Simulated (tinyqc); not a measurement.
Worked calculation: round or elliptic silicon nanowire with anisotropic valleys (Ritz method). Values are carried at full precision from step to step, so a last printed digit may differ when a step is redone from the rounded ones.

Wire along x = [100] on a (001) wafer, y = [010], z = [001]. Valley groups, two valleys each (w = inverse masses): A, axis along z: w_y = 1/mt, w_z = 1/ml, m_x = mt; B, axis along y: w_y = 1/ml, w_z = 1/mt, m_x = mt; C, axis along x: w_y = w_z = 1/mt, m_x = ml.

Constants: hbar^2/2m0 = 3.80998211 eV angstrom^2; kB = 8.617333262e-05 eV/K.

Inputs chosen for the exercise (near those of a Si nanowire; not measured data):
```
symbol  value  unit      meaning
ml      0.918  m0        longitudinal mass
mt      0.194  m0        transverse mass
a       14     angstrom  semi-axis along y
b       37     angstrom  semi-axis along z
group   A                valley group worked out
T       300    K         temperature
```

## Stretching the ellipse

Scaling y by 1/sqrt(w_y) and z by 1/sqrt(w_z) makes the mass 1 and the semi-axes A = a/sqrt(w_y), B = b/sqrt(w_z). List them with the one-function estimate 3c (1/A^2 + 1/B^2) and the slender limit c (pi/2s)^2 (1 + 2s/(pi l)), s and l the smaller and larger of A, B; c = hbar^2/2m0.

Groups:
```
group  g      A      B  axis ratio  one function (eV)  slender limit (eV)
A      2   6.17  35.45       5.749             0.3097              0.2746
B      2  13.41  16.30       1.215             0.1066              0.0796
C      2   6.17  16.30       2.643             0.3436              0.3068
```

The one-function value suits axis ratios near 1 and the slender limit ratios well above 2.

## Matrices of three even functions

Hard wall on the ellipse (y/a)^2 + (z/b)^2 = 1, c = hbar^2/2m0. With u = y/a, v = z/b the operator is -c [(w_y/a^2) d2/du2 + (w_z/b^2) d2/dv2] on the unit disc. Basis (1 - u^2 - v^2) u^i v^j; S, X and Y are the disc integrals of f f', (df/du)(df'/du) and (df/dv)(df'/dv), from the integral of u^p v^q = 2 Gamma((p+1)/2) Gamma((q+1)/2)/((p + q + 2) Gamma((p+q+2)/2)) for even p, q; H = c (w_y X/a^2 + w_z Y/b^2).

Basis 1, u^2, v^2 times (1 - u^2 - v^2); form S and H for the chosen group.

S, rows 1, u^2, v^2 and columns alike:
$$\begin{pmatrix}
1.047198 & 0.130900 & 0.130900 \\
0.130900 & 0.039270 & 0.013090 \\
0.130900 & 0.013090 & 0.039270
\end{pmatrix}$$

H (meV), rows 1, u^2, v^2 and columns alike:
$$\begin{pmatrix}
324.3099 & 54.0516 & 54.0516 \\
54.0516 & 72.7337 & 6.7565 \\
54.0516 & 6.7565 & 21.8567
\end{pmatrix}$$

## Lowest level in this basis

Solve H p = E S p for the wire level; give E, the ratios p2/p1 and p3/p1, and H11/S11.

E = 281.0 meV

ratios: [-0.20, -1.54]

one function = 309.7 meV

The two added functions lower the level by 28.7 meV (9.3 %), mostly by narrowing the state along v, the direction in which the stretched ellipse is long.

## Subbands

Converged values use 21 functions of each parity class (e or o in u, then in v).

The nine lowest levels of all groups and parity classes.

Subbands:
```
group, parity  g  m_x (m0)  E (eV)
B ee           2    0.1940  0.1026
B eo           2    0.1940  0.2353
A ee           2    0.1940  0.2773
B oe           2    0.1940  0.2854
C ee           2    0.9180  0.3227
A eo           2    0.1940  0.3425
A ee           2    0.1940  0.4180
B ee           2    0.1940  0.4277
B oo           2    0.1940  0.4671
```

At 300 K and without degeneracy the populations go as g sqrt(m_x) exp(-E/kB T): among these nine the lowest level holds 99 % and the light transport mass mt 100 % of the electrons. Levels above about 0.3 eV lie beyond parabolic valleys and hard walls.

## Checks

- Circle of radius a with both masses mt against c (2.404826/R)^2/m, eV: both 0.5795.

tinyqc: `OMP_NUM_THREADS=1 python tinyqc.py 1280129 1280130 out.jsonl`; about 0.06 s, one thread, shared Intel(R) Xeon(R) Processor @ 2.30GHz.
